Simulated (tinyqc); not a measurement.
Density of surface states from the Kelvin-probe reading.

Question. n-type bulk, xi = Ec - EF = Vt ln(Nc/Nd), p0 = ni^2/Nd, ni = sqrt(Nc Nv) exp(-Eg/(2 Vt)), Eg in volts. b is the upward band bending, u = b/Vt. Space charge per area, in units of q: Qc = sign(b) sqrt((2 eps0 eps_r Vt/q) [(Nd + dn)(exp(-u) - 1) + Nd u + (p0 + dn)(exp(u) - 1)]), with dn the excess density under light (flat quasi-Fermi levels; 0 in the dark). The states hold -Ds (E0 - xi - b): negative while the Fermi level lies above the neutrality level. Neutrality: Qc + Qf + (charge of the states) = 0. Work function chi + xi + b; contact potential difference CPD = (work function of the sample) - pt. Find b, Qc and Ds.

Values chosen for this exercise; band and dielectric values close to those of silicon:
- T = 350 K (temperature)
- Eg = 1.12 eV (band gap)
- eps_r = 11.7 (relative permittivity)
- Nc = 3.59e19 cm^-3 (conduction-band density of states at T)
- Nv = 3.31e19 cm^-3 (valence-band density of states at T)
- chi = 4.13 eV (electron affinity)
- Nd = 7.3e17 cm^-3 (donor density)
- Qf = 2.3e10 cm^-2 (fixed positive charge at the surface)
- pt = 4.49 eV (work function of the probe tip)
- E0 = 0.45 eV (depth of their neutrality level below the conduction edge)

Constants: q = 1.602176634e-19 C, kB = 1.380649e-23 J/K, Vt = kB T/q, eps0 = 8.8541878128e-14 F/cm where lengths are in cm. Results are converted to the units shown.

CPD = -41.827124 mV

Solution. The CPD gives b, b gives Qc, and neutrality gives Ds.

b = 0.2007 V
Qc = 1.269e12 cm^-2
Ds = 9.800e12 cm^-2 eV^-1

tinyqc, about 0.01 s, one thread, Intel Xeon 2.30GHz (shared host): `OMP_NUM_THREADS=1 python tinyqc.py 2430113 2430114 out.jsonl`
